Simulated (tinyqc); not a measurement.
Inside a calculation: dielectric confinement in a thin film (image charges). Values are carried at full precision from step to step, so a last printed digit may differ when a step is redone from the rounded ones.

A film |z| < t/2 of dielectric constant eps between half-spaces of dielectric constant e2; lam = (eps - e2)/(eps + e2), q = e^2/(4 pi eps0). The self-energy of a band edge is taken with the high-frequency value, e2 = eh, and the field of a fixed ion with the static one, e2 = eo. A charge at z has images lam^|n| at n t + (-1)^n z. Its self-energy is S(z) = (q/2 eps) sum over n >= 1 of lam^n [1/(n t - 2z) + 1/(n t + 2z)] for odd n and 2 lam^n/(n t) for even n; at the centre S(0) = -(q/(eps t)) ln(1 - lam).

Constants: e^2/(4 pi eps0) = 14.39964547 eV angstrom; hbar^2/2m0 = 3.80998211 eV angstrom^2; Ry = 13.60569312 eV.

Values chosen for the exercise (near those of a Ge film between layers of SiO2; shifted at random, so the results belong to these values and not to a real crystal): t = 62 angstrom (film thickness); eps = 15.8 (dielectric constant of the film); eh = 2.1 (high-frequency dielectric constant outside); mz = 0.125 m0 (mass across the film); eo = 4 (static dielectric constant outside); m = 0.154 m0 (mass in the plane).

## Images for a charge at the centre

Give lam, the first five terms (q/eps) lam^n/(n t), their sum and the closed form.

lam = 0.7654

terms (meV): 11.25  4.31  2.20  1.26  0.77

sum of five = 19.79 meV
S(0) = 21.31 meV

The surroundings screen less than the film, so the images repel and each band edge moves outwards: the gap changes by about 2 S = +43 meV. The static value 4 would give S(0) = +13.3 meV.

## Self-energy across the film

S at 2z/t = 0, 0.2, 0.4, 0.6, 0.8 and 0.9, summed to n = 399.

Self-energy:
```
2z/t  z (angstrom)  S (meV)
0.0            0.0    21.31
0.2            6.2    21.79
0.4           12.4    23.50
0.6           18.6    27.74
0.8           24.8    41.51
0.9           27.9    69.52
```

Towards the wall S diverges as (q lam/4 eps)/(distance), an artefact of the abrupt interface that the vanishing envelope makes harmless.

## Shift of the subband edge

First order: <S> over the envelope (2/t) cos^2(pi z/t), beside the confinement energy c (pi/t)^2/mz, c = hbar^2/2m0.

<S> = 23.81 meV
confinement energy = 78.26 meV

|<S>| is 0.30 times the confinement energy; the first goes as 1/t and the second as 1/t^2, so they are equal at t = 204 angstrom.

## Binding of a donor

Donor at the centre, lam from the static eo, trial function cos(pi z/t) exp(-rho/l): E(l) = c/(m l^2) - (q/eps) times the integral over k of F(k t) (1 + (k l/2)^2)^(-3/2), with F(x) = F0 + 2 lam exp(-x) G/(1 - lam exp(-x)), F0 = 2[(1 - exp(-x/2))/x + x (1 + exp(-x/2))/(x^2 + 4 pi^2)], G = 2 sinh(x/2)[1/x - x/(x^2 + 4 pi^2)]; c = hbar^2/2m0. The binding energy is -E at the minimum, counted from the subband edge with its self-energy.

Minimise over l with and without images (lam = 0); Ry* = Ry m/eps^2.

Donor:
```
case         l (angstrom)  binding (meV)  in Ry*
no images            45.3           18.5    2.21
with images          40.4           42.0    5.00
```

Ry* = 8.39 meV

The images change the binding by +23.4 meV, against -2 (q/(eps t)) ln(1 - lam) = +26.6 meV for an orbit much smaller than t. At 300 K the binding is 1.6 kB T.

## Checks

- S(0) from the series against the closed form, meV: both 21.31.
- F(2.3) for lam = 0.7654 from a direct sum over images against the closed form: both 0.9106.

Program tinyqc; command `OMP_NUM_THREADS=1 python tinyqc.py 1282319 1282320 out.jsonl`; about 0.06 s on one thread of a shared Intel(R) Xeon(R) Processor @ 2.30GHz.
